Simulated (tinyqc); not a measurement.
## Permittivity of the insulator from five potentials

Inverse problem. A node lies on a semiconductor-insulator interface. Steps: hs = tb/3 down into the semiconductor, ho = tox/1 up into the insulator, hy = L/6 sideways. The flux balance of its box reads eox (hy/ho)(above - node) + eps_r (hy/hs)(below - node) + [(eps_r hs + eox ho)/(2 hy)](left + right - 2 node) - q Na (hs/2) hy/eps0 = 0. Find eox.

Values chosen for this exercise; semiconductor permittivity close to that of silicon:
```
symbol,value,unit,meaning
eps_r,11.6,,relative permittivity of the semiconductor
tb,6,nm,body thickness
tox,1.2,nm,insulator thickness
L,41,nm,channel length
Na,0,cm^-3,acceptor density of the depleted body
```

Constants: q = 1.602176634e-19 C, eps0 = 8.8541878128e-14 F/cm where lengths are in cm. Results are converted to the units shown.

psi (V): node 0.029247811, above -0.01, below 0.048160989, left 0.099663948, right 0.018653347

Solution. The balance is linear in eox.

eox = 3.90

tinyqc, about 0.1 s, one thread, Intel Xeon 2.30GHz (shared host): `OMP_NUM_THREADS=1 python tinyqc.py 2480127 2480128 out.jsonl`
